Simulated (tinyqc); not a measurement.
Worked calculation: quantum-confined Stark effect in a modulator well. Values are carried at full precision from step to step, so a last printed digit may differ when a step is redone from the rounded ones.

Constants: hbar^2/2m0 = 3.80998211 eV angstrom^2; e^2/(4 pi eps0) = 14.39964547 eV angstrom; hc = 1239.841984 eV nm.

Inputs chosen for the exercise (near those of a Ge well in SiGe, direct gap; shifted at random, so the results belong to these values and not to a real crystal):
- L = 146 angstrom (well width)
- me = 0.0414 m0 (electron, well)
- mh = 0.204 m0 (heavy hole along z, well)
- F = 43 kV/cm (field)
- Vc = 0.357 eV (conduction offset)
- Vv = 0.107 eV (heavy-hole offset)
- meb = 0.0564 m0 (electron, barrier)
- mhb = 0.229 m0 (heavy hole, barrier)
- Eg = 0.85 eV (gap of the well)
- mp = 0.067 m0 (heavy hole in the plane)
- eps = 15.8 (dielectric constant)
- dE = 12 meV (operating point below the zero-field line)
- G = 8 meV (half width of the exciton line)

## Estimate for hard walls

Second order: each level moves by -C m (e F)^2 L^4/(2c), C = (15/pi^2 - 1)/(24 pi^2), c = hbar^2/2m0, 1 kV/cm = 1e-5 eV/angstrom. It holds while e F L is no more than about twice 3 c pi^2/(m L^2).

Estimate:
```
carrier     shift (meV)  e F L over the level spacing
electron          -1.00                          0.49
heavy hole        -4.94                          2.42
```

The hole, 4.9 times heavier, carries 83 % of the estimated shift; for hard walls second order errs by about 2 % at a ratio of 1 and 13 % at 3.

## Levels and envelopes

Envelopes on cells of 0.5 angstrom over the well |z| < L/2 and 45 angstrom of barrier on each side, psi = 0 beyond, psi'/m continuous (mean mass between points), c = hbar^2/2m0. The electron sees + e F z and the hole - e F z, each with its offset in the barriers; 1 kV/cm = 1e-5 eV/angstrom. Light holes, band mixing and escape by tunnelling are left out.

Ground levels, squared overlap and separation <z>_h - <z>_e without and with the field.

Results:
```
F (kV/cm)  E_e (meV)  E_h (meV)  overlap^2  separation (angstrom)
0              26.97       6.08      0.998                    0.0
43             24.46      -2.33      0.556                   45.1
```

The electron level moves by -2.51 meV (2.5 times the hard-wall estimate, since it leaks into the barriers and sees a wider well) and the hole level by -8.41 meV (1.70 times).

## Exciton

Exciton: in-plane function exp(-rho/lam), 1/mu = 1/me + 1/mp, E(lam) = c/(mu lam^2) - (q/eps) times the integral over k of Fm(k)(1 + (k lam/2)^2)^(-3/2), Fm(k) the double integral of psi_e^2 psi_h^2 exp(-k |z - z'|), q = e^2/(4 pi eps0); binding Eb = -E at the minimum. Line at Eg + E_e + E_h - Eb, strength proportional to overlap^2/lam^2.

Minimise over lam without and with the field.

Results:
```
F (kV/cm)  lam (angstrom)  Eb (meV)  line (eV)      nm  overlap^2/lam^2 (1e-4/angstrom^2)
0                   245.0      3.51     0.8795  1409.7                             0.1663
43                  268.7      3.14     0.8690  1426.8                             0.0771
```

The weaker binding gives back 0.37 meV of the red shift, leaving 10.5 meV; the strength falls to 46 %.

## Contrast at the operating point

With a Gaussian line of half width G, the absorption at E_op = line(0) - dE is proportional to strength x exp(-ln2 ((E_op - line)/G)^2); continuum absorption is left out. Give it at both fields, relative to the zero-field peak.

E_op = 0.8675 eV
wavelength = 1429.2 nm

absorption without and with the field: [0.21, 0.45]

The field changes the absorption by +0.24 of the zero-field peak. The zero-field tail still absorbs here, since dE is no more than 2G, which costs insertion loss.

## Checks

- Zero-field levels against the matching condition of the square well, meV: largest difference 3.5e-02.
- Slope d(E_e + E_h)/dF against minus the separation (Hellmann-Feynman), angstrom: both -45.1.

Run: tinyqc, `OMP_NUM_THREADS=1 python tinyqc.py 1252696 1252697 out.jsonl`; Intel(R) Xeon(R) Processor @ 2.30GHz, one thread, shared host; about 0.1 s of CPU time with all checks.
